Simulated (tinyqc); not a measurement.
From results back to parameters: electrons shared among three sets of ellipsoidal valleys. Four cases, with inputs chosen for the exercise.

Problem. With Boltzmann statistics n(Delta4)/n(Delta2) = R exp(-dE/kB T), where R = N_2/N_1 does not depend on T. Two ratios were computed from hidden R and dE.

Constants: kB = 8.617333262e-05 eV/K.

Case 1.

Values chosen (out of a larger set: masses and offsets near those of Si; mobilities are free inputs, held fixed; not measured data): Ta = 300 K; Tb = 450 K.

ratio at Ta = 0.442445
ratio at Tb = 0.731559

Case 2.

Values chosen (out of a larger set: masses and offsets near those of Si; mobilities are free inputs, held fixed; not measured data): Ta = 300 K; Tb = 450 K.

ratio at Ta = 0.558026
ratio at Tb = 0.853977

Case 3.

Values chosen (out of a larger set: masses and offsets near those of Si; mobilities are free inputs, held fixed; not measured data): Ta = 300 K; Tb = 450 K.

ratio at Ta = 0.0547897
ratio at Tb = 0.181751

Case 4.

Values chosen (out of a larger set: masses and offsets near those of Si; mobilities are free inputs, held fixed; not measured data): Ta = 300 K; Tb = 600 K.

ratio at Ta = 0.853977
ratio at Tb = 1.30689

Find: dE; R.

Solution. dE = kB ln(ratio_b/ratio_a)/(1/Ta - 1/Tb); then R = ratio_a exp(dE/kB Ta).

Case 1.

dE = 0.039 eV
R = 2.00

Case 2.

dE = 0.033 eV
R = 2.00

Case 3.

dE = 0.093 eV
R = 2.00

Case 4.

dE = 0.022 eV
R = 2.00

Computed by tinyqc, one run a case: `OMP_NUM_THREADS=1 python tinyqc.py N N+1 out.jsonl` with N = 1650017, 1650235, 1650667, 1650694; one thread of a shared Intel(R) Xeon(R) Processor @ 2.30GHz, about 0.03 s a run at most.
